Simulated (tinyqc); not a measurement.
Worked calculation: empirical pseudopotential in a few plane waves. Computed by tinyqc, a small Python program that keeps every step. Settings: plane-wave index or count = 15. Command: `OMP_NUM_THREADS=1 python tinyqc.py 24493 24494 out.jsonl` (the two numbers bound the seeds that draw the settings). One thread of a shared host (Intel(R) Xeon(R) Processor @ 2.60GHz), about 0.2 s of CPU time with the checks.

## Bloch Hamiltonian at G

Parameters chosen for this model: fcc lattice, atoms at +/- a/8 (1,1,1); form factors in rydberg at |G|^2 in units of (2 pi/a)^2:

| parameter | value | unit |
|---|---|---|
| a | 5.900000 | angstrom |
| VS(3) | -0.227000 | Ry |
| VS(8) | 0.031000 | Ry |
| VS(11) | 0.069000 | Ry |
| VA(3) | 0.076000 | Ry |
| VA(4) | 0.045000 | Ry |
| VA(11) | 0.016000 | Ry |
| hbar^2/2m (2 pi/a)^2 | 4.320944 | eV |

k point G (2 pi / a): 0  0  0

Basis: the 15 shortest G (labels in 2 pi/a), the same at every k. H(G,G') = c |k + G|^2 delta + VS(|G-G'|^2) cos((G-G').tau) + i VA sin((G-G').tau), tau = a/8 (1,1,1); 1 Ry = 13.605693 eV.

H(k) at G (eV), lower triangle (Hermitian):
```
                   +0+0+0             -1-1-1             -1-1+1             -1+1-1
+0+0+0            0.00000
-1-1-1   2.18389-0.73117i           12.96283
-1-1+1  -2.18389-0.73117i   0.00000+0.61226i           12.96283
-1+1-1  -2.18389-0.73117i   0.00000+0.61226i            0.42178           12.96283
-1+1+1  -2.18389+0.73117i           -0.42178   0.00000+0.61226i   0.00000+0.61226i
+1-1-1  -2.18389-0.73117i   0.00000+0.61226i            0.42178            0.42178
+1-1+1  -2.18389+0.73117i           -0.42178   0.00000+0.61226i            0.00000
+1+1-1  -2.18389+0.73117i           -0.42178            0.00000   0.00000+0.61226i
+1+1+1   2.18389+0.73117i            0.00000           -0.42178           -0.42178
-2+0+0   0.00000-0.61226i  -2.18389+0.73117i  -2.18389-0.73117i  -2.18389-0.73117i
+0-2+0   0.00000-0.61226i  -2.18389+0.73117i  -2.18389-0.73117i   0.66383-0.15393i
+0+0-2   0.00000-0.61226i  -2.18389+0.73117i   0.66383-0.15393i  -2.18389-0.73117i
+0+0+2   0.00000+0.61226i  -0.66383-0.15393i   2.18389+0.73117i  -0.66383+0.15393i
+0+2+0   0.00000+0.61226i  -0.66383-0.15393i  -0.66383+0.15393i   2.18389+0.73117i
+2+0+0   0.00000+0.61226i  -0.66383-0.15393i  -0.66383+0.15393i  -0.66383+0.15393i

                   -1+1+1             +1-1-1             +1-1+1             +1+1-1
-1+1+1           12.96283
+1-1-1            0.00000           12.96283
+1-1+1            0.42178   0.00000+0.61226i           12.96283
+1+1-1            0.42178   0.00000+0.61226i            0.42178           12.96283
+1+1+1   0.00000+0.61226i           -0.42178   0.00000+0.61226i   0.00000+0.61226i
-2+0+0   2.18389-0.73117i   0.66383-0.15393i  -0.66383-0.15393i  -0.66383-0.15393i
+0-2+0  -0.66383-0.15393i  -2.18389-0.73117i   2.18389-0.73117i  -0.66383-0.15393i
+0+0-2  -0.66383-0.15393i  -2.18389-0.73117i  -0.66383-0.15393i   2.18389-0.73117i
+0+0+2  -2.18389+0.73117i  -0.66383+0.15393i  -2.18389+0.73117i   0.66383+0.15393i
+0+2+0  -2.18389+0.73117i  -0.66383+0.15393i   0.66383+0.15393i  -2.18389+0.73117i
+2+0+0   0.66383+0.15393i   2.18389+0.73117i  -2.18389+0.73117i  -2.18389+0.73117i

                   +1+1+1    -2+0+0    +0-2+0    +0+0-2
+1+1+1           12.96283
-2+0+0  -0.66383+0.15393i  17.28378
+0-2+0  -0.66383+0.15393i   0.42178  17.28378
+0+0-2  -0.66383+0.15393i   0.42178   0.42178  17.28378
+0+0+2  -2.18389-0.73117i  -0.42178  -0.42178   0.00000
+0+2+0  -2.18389-0.73117i  -0.42178   0.00000  -0.42178
+2+0+0  -2.18389-0.73117i   0.00000  -0.42178  -0.42178

          +0+0+2    +0+2+0    +2+0+0
+0+0+2  17.28378
+0+2+0   0.42178  17.28378
+2+0+0   0.42178   0.42178  17.28378
```

## Levels at G

Diagonalise the Hermitian matrix.

eigenvalues (eV): -3.22024  8.41980  8.41980  8.41980  10.94580  12.81883  12.81883  12.81883  16.44022  16.44022  16.94817  21.12726  21.12726  21.12726  22.75347

## Bands along a path

The same steps at evenly spaced points between the labelled ones.

Bands along the path (eV), lowest eight:

| k | band 1 | band 2 | band 3 | band 4 | band 5 | band 6 | band 7 | band 8 |
|---|---|---|---|---|---|---|---|---|
| L | -1.55801 | 3.28416 | 7.87372 | 7.87372 | 10.99618 | 13.65159 | 13.65159 | 17.37010 |
| L-G 0.25 | -2.06833 | 4.00389 | 7.84873 | 7.84873 | 11.04375 | 13.56822 | 13.56822 | 17.39923 |
| L-G 0.50 | -2.65793 | 5.43997 | 8.02176 | 8.02176 | 11.35533 | 13.52421 | 13.52421 | 15.13108 |
| L-G 0.75 | -3.07382 | 7.20743 | 8.28284 | 8.28284 | 11.58548 | 13.10942 | 13.10942 | 13.19505 |
| G | -3.22024 | 8.41980 | 8.41980 | 8.41980 | 10.94580 | 12.81883 | 12.81883 | 12.81883 |
| G-X 0.25 | -3.02462 | 7.19304 | 8.03224 | 8.03224 | 12.16484 | 12.31113 | 13.57491 | 13.57491 |
| G-X 0.50 | -2.46363 | 5.42253 | 7.37876 | 7.37876 | 11.41584 | 12.72311 | 15.31793 | 15.31793 |
| G-X 0.75 | -1.64946 | 3.90159 | 6.95719 | 6.95719 | 11.00533 | 11.64446 | 17.52917 | 17.52917 |
| X | -0.94854 | 3.08214 | 6.93953 | 6.93953 | 10.99793 | 11.20020 | 20.06181 | 20.06181 |

With 4 band(s) filled, the highest filled level on these points lies at G and the lowest empty one at G: a gap of 2.5260 eV, direct. This holds for the small fixed basis; with all plane waves up to |k + G|^2 = 21 (2 pi/a)^2 the gap along the path is 2.51 eV.

## Convergence with the number of plane waves

Levels at G counted from the fourth one.

Levels (eV):

| plane waves | level 1 | level 5 | level 8 |
|---|---|---|---|
| 9 | -14.63065 | 1.22451 | 2.27607 |
| 15 | -11.64004 | 2.52601 | 4.39904 |
| 27 | -10.77287 | 2.83009 | 4.52302 |
| 51 | -10.69362 | 2.84344 | 4.68578 |
| 59 | -10.72734 | 2.86812 | 4.46795 |
| 65 | -10.73695 | 2.86861 | 4.42552 |
| 89 | -10.71158 | 2.86323 | 4.44907 |
